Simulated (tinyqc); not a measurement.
Square on-chip spiral inductor, lumped pi model: one step of the calculation.

Outer diameter do = di + 2 n wd + 2 (n - 1) sp, mean da = (do + di)/2, fill p = (do - di)/(do + di), length l = 4 n da. L = 2.34 mu0 n^2 da/(1 + 2.75 p), mu0 = 4 pi 1e-7 H/m. Rs = rho l/(wd delta (1 - exp(-th/delta))), delta = sqrt(rho/(pi f mu0)). Cs = n wd^2 eps0 eo/hu across the coil. At each end Cox = l wd eps0 eo/(2 ho) leads to the substrate branch Rsi = 2 rs he/(l wd) in parallel with Csi = l wd eps0 11.7/(2 he). With one end grounded Y = 1/(Rs + i w L) + i w Cs + 1/[1/(i w Cox) + 1/(1/Rsi + i w Csi)], w = 2 pi f; Q = -Im Y/Re Y. Eddy currents in neighbouring turns and in the substrate are left out.

Task. Admittance, quality factor and apparent inductance. Series branch 1/(Rs + i w L), substrate branch, total Y, Q = -Im Y/Re Y, apparent inductance Im(1/Y)/w, metal-only value w L/Rs, share of the loss in the substrate Re(substrate branch)/Re Y.

Inputs (values chosen for the exercise): frequency f = 1.7 GHz.

L = 13.624155 nH
Rs = 15.113315 ohm
Cs = 23.596411 fF
Cox = 164.98146 fF
Rsi = 10821.535 ohm
Csi = 95.729486 fF

Give: series branch; substrate branch; Y; Q; apparent inductance; w L/Rs; share of the loss in the substrate.

Result.

series branch = 0.706-6.798i mS
substrate branch = 0.0370+0.6483i mS
Y = 0.743-5.898i mS
Q = 7.938
apparent inductance = 15.63 nH
w L/Rs = 9.629
share of the loss in the substrate = 4.975 %

Q is 82.4 % of the metal-only value.

Program tinyqc, `OMP_NUM_THREADS=1 python tinyqc.py 2302006 2302007 out.jsonl`; Intel Xeon 2.30GHz, shared host, one thread, about 0.01 s.
